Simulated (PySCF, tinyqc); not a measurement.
RHF in the sto-3g basis, for BeH2, spin multiplicity 1, step by step (part 2 of 2). The lowest restricted solution is unstable here: a spin-polarised one lies 0.0003 hartree lower (PySCF). Computed by tinyqc, a small Python program that keeps every step (integrals from PySCF). Command: `OMP_NUM_THREADS=1 python tinyqc.py 22164 22165 out.jsonl` (the two numbers bound the seeds that draw the settings). One thread of a shared host (Intel(R) Xeon(R) Processor @ 2.60GHz), about 0.08 s of CPU time with the checks.

Geometry (angstrom):
```
atom         x          y         z
Be    0.000000   0.000000  0.000000
H     0.000000   1.900000  0.000000
H     0.000000  -1.868000  0.000000
```

## Convergence

Stop when the energy changes by less than 1e-10 hartree and every element of the error matrix X^T (F D S - S D F) X is below 3e-06.

Course of the cycle:
```
iteration   E (hartree)     change  largest element of the error matrix
1           -7.67599276          -                             3.30e+00
2          -15.07018149  -7.39e+00                             3.69e-01
3          -15.39013383  -3.20e-01                             5.64e-02
4          -15.39920510  -9.07e-03                             1.61e-02
5          -15.40069751  -1.49e-03                             4.96e-03
6          -15.40086338  -1.66e-04                             8.66e-04
7          -15.40086820  -4.82e-06                             1.52e-04
8          -15.40086834  -1.39e-07                             1.03e-05
9          -15.40086834  -5.12e-10                             1.19e-06
10         -15.40086834  -5.31e-12                             1.17e-07
```

PySCF RHF in the same basis = -15.40086834 hartree

Converged in 10 iterations.

## Populations, bond orders and dipole

D after iteration 10, order 1Be 1s, 1Be 2s, 1Be 2px, 1Be 2py, 1Be 2pz, 2H 1s, 3H 1s:
```
[[2.056807, -0.221469, 0.000000, -0.000229, 0.000000, -0.172574, -0.172310],
 [-0.221469, 0.890847, 0.000000, 0.002854, 0.000000, 0.528567, 0.522362],
 [0.000000, 0.000000, 0.000000, 0.000000, 0.000000, 0.000000, 0.000000],
 [-0.000229, 0.002854, 0.000000, 0.483867, 0.000000, 0.462324, -0.458674],
 [0.000000, 0.000000, 0.000000, 0.000000, 0.000000, 0.000000, 0.000000],
 [-0.172574, 0.528567, 0.000000, 0.462324, 0.000000, 0.753000, -0.127442],
 [-0.172310, 0.522362, 0.000000, -0.458674, 0.000000, -0.127442, 0.745155]]
```

overlap S, order 1Be 1s, 1Be 2s, 1Be 2px, 1Be 2py, 1Be 2pz, 2H 1s, 3H 1s:
```
[[1.000000, 0.259517, 0.000000, 0.000000, 0.000000, 0.020166, 0.021684],
 [0.259517, 1.000000, 0.000000, 0.000000, 0.000000, 0.260768, 0.270357],
 [0.000000, 0.000000, 1.000000, 0.000000, 0.000000, 0.000000, 0.000000],
 [0.000000, 0.000000, 0.000000, 1.000000, 0.000000, 0.343570, -0.353973],
 [0.000000, 0.000000, 0.000000, 0.000000, 1.000000, 0.000000, 0.000000],
 [0.020166, 0.260768, 0.000000, 0.343570, 0.000000, 1.000000, 0.003164],
 [0.021684, 0.270357, 0.000000, -0.353973, 0.000000, 0.003164, 1.000000]]
```

Mulliken: Z minus the diagonal of D S on the atom; Loewdin: the same with S^(1/2) D S^(1/2); Mayer order: 2 sum_s sum (D(s) S)_ij (D(s) S)_ji over the two atoms.

Charges (e):
```
atom   Mulliken    Loewdin
1Be    0.090389   0.081732
2H    -0.045791  -0.041524
3H    -0.044598  -0.040208
```

Mayer bond orders:
```
pair     order
2-1   0.975481
3-1   0.975589
3-2   0.022422
```

dipole moment about the origin, x y z (debye): [0.000000, -0.015226, 0.000000]
